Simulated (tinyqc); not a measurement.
Comparisons within one model: gated graphene: carriers, quantum capacitance and optical conductivity. A value that a table varies takes the place of the one given here.

Cones E = +/- hv |k|, four flavours, D(E) = 2|E|/(pi hv^2). n = (2/pi)(kT/hv)^2 F_1(mu/kT), p = (2/pi)(kT/hv)^2 F_1(-mu/kT), in 1/angstrom^2 (1e16 for 1/cm^2); F_1(eta) = integral_0^infinity x dx/(1 + exp(x - eta)). Cq/e^2 = d(n - p)/d mu = (2 kT/(pi hv^2)) ln(2 + 2 cosh(mu/kT)).

Gate: V = mu/e + e (n - p)/Cox with Cox/e^2 = k/(4 pi e2 t), t in angstrom, e2 = e^2/(4 pi eps0); 1/(eV angstrom^2) in C/e^2 equals 1602.176634 microfarad/cm^2; total 1/C = 1/Cox + 1/Cq.

Conductivity over sigma0 = e^2/(4 hbar): interband Re = sinh(E/2kT)/(cosh(mu/kT) + cosh(E/2kT)); intraband Re = (8 kT/pi) ln(2 cosh(mu/2kT)) Gm/(E^2 + Gm^2). A free sheet absorbs about pi alpha_f Re(sigma/sigma0), alpha_f the fine-structure constant (alpha among the constants).

Constants: kB = 8.617333262e-05 eV/K; e^2/(4 pi eps0) = 14.39964547 eV angstrom; fine-structure constant alpha = 0.007297352564.

Inputs chosen for the exercise (Fermi velocity near that of graphene, gate dielectric near HfO2; the results hold for these values, not for the real material): hv = 6.92 eV angstrom (hbar vF); T = 300 K; k = 18.2 (dielectric constant of the gate layer); t = 3 nm (its thickness); Gm = 2 meV (intraband damping); V = 0.05 V (gate voltage from the neutrality point).

## Gate sweep

Results:
```
V (V),mu (eV),n - p (1/cm^2),n + p (1/cm^2),Cq (microfarad/cm^2),C/Cox,Cox V/e (1/cm^2)
0,0.0000,0,1.46e+11,0.763,0.124,0
0.0015,0.0013,6.26e+09,1.46e+11,0.764,0.124,5.03e+10
0.0040,0.0035,1.67e+10,1.47e+11,0.766,0.125,1.34e+11
0.010,0.0087,4.20e+10,1.51e+11,0.779,0.127,3.35e+11
0.020,0.0175,8.54e+10,1.66e+11,0.825,0.133,6.71e+11
0.035,0.0303,1.56e+11,2.07e+11,0.943,0.149,1.17e+12
0.050,0.0429,2.36e+11,2.69e+11,1.11,0.171,1.68e+12
0.075,0.0632,3.96e+11,4.11e+11,1.44,0.211,2.51e+12
0.11,0.0898,6.77e+11,6.82e+11,1.95,0.266,3.69e+12
```

At neutrality n + p = 1.46e+11 1/cm^2 of thermal carriers remain and C/Cox = 0.124; at the last row C/Cox = 0.266 and the plain capacitor rule overstates n - p by 444.9 %. Between the last two rows mu goes as V^0.92; for |mu| well above kT the limits are 1/2 where Cox is small against Cq and 1 where it is large.

## Absorption spectrum

mu = 0.04295 eV

Results:
```
E (eV),interband,intraband,absorption (%)
0.009,0.0467,1.5559,3.674
0.017,0.0885,0.4514,1.238
0.030,0.1572,0.1463,0.696
0.043,0.2274,0.0714,0.685
0.060,0.3212,0.0367,0.820
0.073,0.3938,0.0248,0.960
0.086,0.4658,0.0179,1.109
0.099,0.5358,0.0135,1.259
0.112,0.6023,0.0105,1.405
0.137,0.7155,0.0070,1.657
0.172,0.8342,0.0045,1.923
0.258,0.9641,0.0020,2.215
```

The edge lies at 2|mu| = 0.086 eV and, for |mu| above about 3 kT (here 1.7), rises from 10 % to 90 % over about 8.8 kT = 0.227 eV. The absorption is lowest, 0.685 %, at 0.043 eV of those listed, between the Drude tail and the edge; at the last row it is 2.215 % against pi alpha_f = 2.293 %. The thin-sheet formula fails where the absorption is large, and trigonal warping matters above about 1.5 eV.

## What moves the Fermi level

All results formed anew. Each row changes one parameter from the base and keeps the others.

Results:
```
case,mu (eV),n - p (1/cm^2),C/Cox
base,0.0429,2.365e+11,0.1708
V = 0.065 V,0.0552,3.283e+11,0.1947
t = 2.1 nm,0.0448,2.494e+11,0.1287
k = 21.84,0.0439,2.435e+11,0.1481
hv = 7.61 eV angstrom,0.0440,2.015e+11,0.1472
T = 400 K,0.0415,2.857e+11,0.1911
```

The largest shifts from the base row, up to three for each result and ties (the steps differ in size, so this ranks the rows, not the parameters). mu (eV): V +0.0123, t +0.0018, T -0.0015. n - p (1/cm^2): V +9.18e+10, T +4.92e+10, hv -3.49e+10. C/Cox: t -0.0421, V +0.0240, hv -0.0236.

(tinyqc, `OMP_NUM_THREADS=1 python tinyqc.py 1682766 1682767 out.jsonl`, Intel(R) Xeon(R) Processor @ 2.30GHz, 1 thread, shared host, about 0.01 s.)
